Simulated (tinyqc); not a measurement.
## Pelgrom slope, floor and doping from two device sizes

Question. s^2 = A^2/(L W) + s0^2, with s0 independent of size and A = (q/Cox) sqrt(Na Wd/3) from random dopants alone, Cox = 3.9 eps0/ti. Find A, s0 and Na.

Values chosen for this exercise:
- ti = 2.5 nm (oxide-equivalent thickness in inversion)

Constants: q = 1.602176634e-19 C, eps0 = 8.8541878128e-14 F/cm where lengths are in cm. Results are converted to the units shown.

s for gate areas 0.0054 and 0.086 um^2 (mV): [25.6509864, 7.55440790]
Wd = 16.4252334 nm

Solution. s^2 is linear in 1/area: slope A^2, intercept s0^2.

A = 1.861 mV um
s0 = 4.100 mV
Na = 4.700e18 cm^-3

Computed by the program tinyqc: `OMP_NUM_THREADS=1 python tinyqc.py 2090143 2090144 out.jsonl`, one thread of a shared Intel Xeon 2.30GHz, about 0.01 s for the whole run.
